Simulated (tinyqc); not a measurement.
Out-diffusion of a doped substrate or buried layer into a growing epitaxial film: one step, computed by the program tinyqc.

x is counted from the original substrate surface into the film, whose surface moves as x = v t. Substrate dopant has one diffusivity; the dopant of the film is taken as uniform.

Problem. Scales. D = D0 exp(-E/(k_B T)); growth time t = d/v; l = 2 sqrt(D t); growth number G = v t/l = d/l; 1 um = 1e-4 cm. Temperatures in kelvin are T(C) + 273.15.

Inputs (values chosen for the exercise, modelled on arsenic in silicon): prefactor D0 = 9.92 cm^2/s; activation energy E = 4.01 eV; growth rate v = 0.85 um/min; film thickness d = 0.92 um; growth temperature T = 1025 C.

Film doping: opposite type.

Constants: k_B = 8.617333262e-05 eV/K.

Give: diffusivity D; growth time t; length l; growth number G.

Solution.

diffusivity D = 2.6827e-15 cm^2/s

growth time t = 1.0824 min

length l = 0.0083480 um

growth number G = 110.21

The surface outruns diffusion, so the film acts as an infinite medium.
